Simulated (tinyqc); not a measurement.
# Floating body of a partially depleted SOI transistor: body voltage and kink, step by step

Program tinyqc, `OMP_NUM_THREADS=1 python tinyqc.py 2182215 2182216 out.jsonl`; Intel Xeon 2.30GHz, shared host, one thread, about 0.2 s. Printed values are rounded.

Source at 0 V. Channel current Ic = 2 nf K Vt^2 [F(0) - F(Vd)](1 + la Vd), F(V) = ln^2(1 + exp((Vg - VT - nf V)/(2 nf Vt))), VT = VT0 - gb Vb. Saturation voltage Vs = 2 Vt sqrt(F(0)) + 3 Vt, excess Ve = (Vd - Vs + sqrt((Vd - Vs)^2 + 0.0004 V^2))/2, multiplication M1 = Ai Ve exp(-Bl/Ve). Each junction passes D(v) = J1 (exp(v/Vt) - 1) + J2 (exp(v/(2 Vt)) - 1). Bipolar current Ib = bb J1 (exp(Vb/Vt) - 1). The body settles where M1 (Ic + Ib) = D(Vb) + D(Vb - Vd) + Vb/Rb; drain current Id = (1 + M1)(Ic + Ib) - D(Vb - Vd).

Inputs (values chosen for the exercise); values of the order met in partially depleted silicon-on-insulator transistors:
- T = 358 K (temperature)
- VT0 = 0.4 V (threshold at zero body voltage)
- gb = 0.15 (fall of the threshold per volt of body voltage)
- nf = 1.25 (slope factor)
- K = 100 uA/(V^2 um) (gain factor per width)
- la = 0.09 1/V (channel-length modulation factor)
- Ai = 3.37 1/V (impact-ionisation prefactor)
- Bl = 6.2 V (impact-ionisation voltage)
- J1 = 1.8e-11 uA/um (diffusion saturation current of each junction)
- J2 = 1.3e-7 uA/um (recombination saturation current of each junction)
- bb = 1 (gain of the lateral bipolar transistor on the diffusion current)
- Rb = 6e5 kohm um (resistance of a weak body tie to the source (1e9 stands for no tie, and the term is then dropped))
- Vg = 0.31 V (gate voltage)
- Vd = 1.6 V (drain voltage)

Constants: q = 1.602176634e-19 C, kB = 1.380649e-23 J/K, Vt = kB T/q. Results are converted to the units shown.

Range of the model: The multiplication law is an empirical form chosen for the exercise; self-heating and capacitive coupling to the body are left out, and the linear laws are rough once Vb passes about 0.7 V or M1 about 0.1.

## Starting value

Vb = 0.67 V.

Vb at the start = 0.67 V

## Iteration 1: new Vb

Current into the body I_in = M1 (Ic + Ib) - D(Vb - Vd), current out I_out = D(Vb) + Vb/Rb; f = ln(I_in/I_out), s = df/dVb by central differences over 1e-5 V, Vb(new) = Vb - f/s.

Ic = 0.1586843 uA/um
Ve = 1.460408 V
M1 = 0.07052701
I_in = 0.01462419 uA/um
I_out = 0.05654619 uA/um
f = -1.352380
s = -20.40678 1/V
Vb after iteration 1 = 0.6037289 V

## Iteration 2: new Vb

As before.

Ic = 0.1321506 uA/um
Ve = 1.464527 V
M1 = 0.07157534
I_in = 0.009865376 uA/um
I_out = 0.008994971 uA/um
f = 0.09236565
s = -21.00725 1/V
Vb after iteration 2 = 0.6081257 V

## Course of the iteration

Stop when the step is below 1e-10 V, or after 40 iterations.

Course of the iteration:
```
iteration	Vb before the step (V)	step (V)
1	0.67	-0.0663
2	0.6037289	4.40e-3
3	0.6081257	-3.56e-5
4	0.6080901	-2.14e-9
5	0.6080901	0
```

Converged in 5 iterations.

## Drain current with floating and with grounded body

converged Vb = 0.6080901 V

Id and VT at the converged Vb, Id at Vb = 0, their ratio, and the bipolar share Ib/(Ic + Ib).

VT = 0.3087865 V
Id, floating = 0.1503494 uA/um
Id, grounded = 0.02156498 uA/um
ratio = 6.971925
bipolar share = 4.662421 %

The body rises to 0.608 V and lowers the threshold by 91.2 mV.
